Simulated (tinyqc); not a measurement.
# Worked calculation: thin film between two gates, subbands and threshold shift from confinement

Computed by the program tinyqc: `OMP_NUM_THREADS=1 python tinyqc.py 2350088 2350089 out.jsonl`, one thread of a shared Intel Xeon 2.30GHz, about 0.08 s for the whole run. Printed values are rounded.

Undoped body with a flat potential across it, hard walls, transport along x. Three valley pairs (g = 2 each) with the longitudinal mass along x, y or z. Non-parabolicity enters the subband edges through E (1 + al E) = gamma, so E = 2 gamma/(1 + sqrt(1 + 4 al gamma)); motion within a subband is taken as parabolic with the band-edge mass. Energies are counted from the bulk band edge.

Values chosen for this exercise; masses close to those of silicon:
```
symbol  value  unit                                                meaning
T         300     K                                            temperature
ml      0.907    m0                                      longitudinal mass
mt       0.19    m0                                        transverse mass
al          0  1/eV                                       non-parabolicity
t         6.5    nm                               film thickness (along z)
dl        0.3    nm  widening of the box by penetration into the insulator
```

Constants: q = 1.602176634e-19 C, kB = 1.380649e-23 J/K, hbar = 1.054571817e-34 J s, m0 = 9.1093837015e-31 kg, Vt = kB T/q, hbar^2/(2 m0) = 0.0380998212 eV nm^2. Results are converted to the units shown.

## Lowest subbands

gamma = C (pi k/(t + dl))^2/mz, C = hbar^2/(2 m0). List the 6 lowest, labelled by valley axis and quantum numbers, with degeneracy g and N_k: N_k = g sqrt(mx my) m0 kB T/(pi hbar^2).

| subband | E_k (eV) | g | N_k (cm^-2) |
|---|---|---|---|
| z1 | 0.00896598 | 2 | 4.10369e12 |
| z2 | 0.0358639 | 2 | 4.10369e12 |
| x1 | 0.0428007 | 2 | 8.96606e12 |
| y1 | 0.0428007 | 2 | 8.96606e12 |
| z3 | 0.0806938 | 2 | 4.10369e12 |
| z4 | 0.143456 | 2 | 4.10369e12 |

## Threshold shift

Each subband has N_k = g sqrt(mx my) m0 kB T/(pi hbar^2); without degeneracy n = exp(EF/Vt) sum N_k exp(-E_k/Vt). Classical value Nc times t, Nc = sum over valleys of 2 g (m m0 kB T/(2 pi hbar^2))^1.5 with m = (mx my mz)^(1/3). Threshold shift dVT = Vt ln(classical value/sum N_k exp(-E_k/Vt)). Use the subbands listed.

| subband | shares (%) |
|---|---|
| z1 | 38.4371 |
| z2 | 13.5796 |
| x1 | 22.6871 |
| y1 | 22.6871 |
| z3 | 2.3976 |
| z4 | 0.2116 |

sum N_k exp(-E_k/Vt) = 7.54749e12 cm^-2
Nc = 2.72446e19 cm^-3
classical value = 1.77090e13 cm^-2
dVT = 22.0481 mV

With all subbands dVT = 21.96 mV. The lowest edge lies at 8.97 meV; dVT is larger than that, since sum N_k exp(-(E_k - E_1)/Vt) falls short of the classical value.
